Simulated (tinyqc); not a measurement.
Inside a calculation. Model: resonant-tunnelling diode, transfer matrices and Tsu-Esaki current.

Program tinyqc, `OMP_NUM_THREADS=1 python tinyqc.py 2600064 2600065 out.jsonl`; Intel Xeon 2.30GHz, shared host, one thread, about 0.1 s. Printed values are rounded.

Emitter (band edge 0), barrier d1, well Lw, barrier d2, spacer ds, collector (edge -V). The bias drops linearly over these layers and none in the contacts; each layer is cut into ns equal slices, flat at the value of their centres. E is the energy of motion across the layers, C = hbar^2/(2 m0), psi and psi'/m are continuous. Transport is coherent, T(E) is taken as independent of the transverse momentum, and charge in the well is ignored.

Values chosen for this exercise; masses and offsets close to those of GaAs wells and AlGaAs barriers:
```
symbol,value,unit,meaning
T,150,K,temperature
mw,0.068,m0,"mass in the well, spacer and contacts"
U1,0.26,eV,barrier height
m1,0.09,m0,barrier mass
d1,3.7,nm,emitter barrier
Lw,6,nm,well width
d2,3.7,nm,collector barrier
ns,1,,slices in each layer
ds,4.8,nm,undoped spacer after the collector barrier
Ef,0.022,eV,Fermi energy of both contacts above their band edges
V,0.085,V,bias of the collector
E,0.02982,eV,trial energy
```

Constants: q = 1.602176634e-19 C, kB = 1.380649e-23 J/K, hbar = 1.054571817e-34 J s, m0 = 9.1093837015e-31 kg, Vt = kB T/q, hbar^2/(2 m0) = 0.0380998212 eV nm^2. Results are converted to the units shown.

## Slices under bias

U = edge of the layer - V x/Lt at the centre x of each slice, Lt the summed thickness.

U, slice 0 to 3 (eV): [0.251360, -0.031291, 0.206058, -0.073791]
m, slice 0 to 3 (m0): [0.09, 0.068, 0.09, 0.068]
width, slice 0 to 3 (nm): [3.7, 6, 3.7, 4.8]

## Running product of the slice matrices at the trial energy

For the pair (psi, psi'/m) a flat layer has M = [[cos kd, (m/k) sin kd], [-(k/m) sin kd, cos kd]] with k = sqrt(m (E - U)/C) above its edge U, and M = [[cosh Kd, (m/K) sinh Kd], [(K/m) sinh Kd, cosh Kd]] with K = sqrt(m (U - E)/C) below it. Later slices stand to the left. With M acting on (psi, psi'/m) and v = k/m in each lead, T(E) = 4 vL vR/[(vL vR M12 - M21)^2 + (vR M11 + vL M22)^2]. vL = sqrt(mw E/C)/mw, vR = sqrt(mw (E + V)/C)/mw.

Product after each layer:
```
                  M11   M12 (nm)  M21 (1/nm)       M22
barrier d1    7.30237   0.899932     58.1428   7.30237
well          8.05997    1.01915    -55.7321  -6.92301
barrier d2    2.28427   0.382224     5.94702   1.43288
spacer      -0.253493  0.0185540    -15.5394  -2.80750
```

T(E) = 0.237499

## Transmission at three energies near the peak

three energies (eV): [0.03026, 0.03062, 0.03098]

The same product at each energy.

T(E) at these energies: [0.635821, 0.716189, 0.345964]

## Breit-Wigner parameters from a parabola through 1/T(E)

Near a resonance 1/T(E) = (1/Tp) [1 + (2 (E - Er)/G)^2]. With y = 1/T(E) at E0 - h, E0, E0 + h: a = (y1 + y3 - 2 y2)/(2 h^2), b = (y3 - y1)/(2 h), Er = E0 - b/(2 a), 1/Tp = y2 - b^2/(4 a), G = 2 sqrt(1/(Tp a)), tau = hbar/G.

Er = 0.0304780 eV
Tp = 0.789661
G = 0.886502 meV
tau = 742.482 fs

The true maximum of T(E) lies at 0.030476 eV with height 0.7932 and full width 0.8740 meV; the fitted G is 1.4 % above that width.

## Current from the resonance alone

J = J0 times the integral over E > 0 of T(E) N(E), N = ln[(1 + exp((Ef - E)/Vt))/(1 + exp((Ef - V - E)/Vt))], J0 = q^2 mw m0 kB T/(2 pi^2 hbar^3) (times 1e-4 for A/cm^2 per eV). For a sharp resonance J = J0 (pi G/2) Tp N(Er), with Er the peak energy, Tp the peak transmission and G the full width at half maximum (in eV). The three values given are estimates from a parabola through three points of 1/T(E).

J0 = 1.42244e7 A/(cm^2 eV)
N(Er) = 0.417316
J = 6.52740 kA/cm^2

The full integral over T(E) gives 6.379 kA/cm^2; the value above is 2.3 % above it. With the exact position, height and width of the peak (Er = 0.030476 eV, Tp = 0.7932, G = 0.8740 meV) the formula is 1.4 % above it.
